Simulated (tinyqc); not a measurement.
Classical Heisenberg spin chain: exact results, Metropolis, heat-bath and over-relaxation steps, and a Monte Carlo run: one step, computed by the program tinyqc. Command: `OMP_NUM_THREADS=1 python tinyqc.py 3130212 3130213 out.jsonl heismc walk`. One thread of a shared host (Intel(R) Xeon(R) Processor @ 2.30GHz), about 0.2 s of CPU time with the checks.

E = -J sum_i s_i . s_(i+1) for unit vectors s_i on an open chain; K = J/(k_B T).

Task: Exact results. Each bond angle is independent, so u = <s_i . s_(i+1)> = coth K - 1/K, <s_i . s_(i+n)> = u^n, correlation length xi = -1/ln|u|, energy per bond -J u, heat capacity per bond c/k_B = 1 - K^2/sinh^2 K, and for the long chain chi = mu^2 (1 + u)/(3 k_B T (1 - u)) per spin.

Inputs (values chosen for the exercise, for a model chain of large moments): coupling J = -10 meV; temperature T = 201 K; moment mu = 5.3 mu_B.

Constants: k_B = 8.617333262e-05 eV/K; mu_B = 5.7883818060e-05 eV/T.

Give: K; u; xi; energy per bond; heat capacity; chi over the Curie value; chi.

Result:

K = -0.5773

u = -0.1883

xi = 0.5989 sites

energy per bond = -1.883 meV

heat capacity = 0.1041 k_B/bond

chi over the Curie value = 0.6831

chi = 0.02137 mu_B/T per spin

For |K| << 1, u = K/3 = -0.1924.
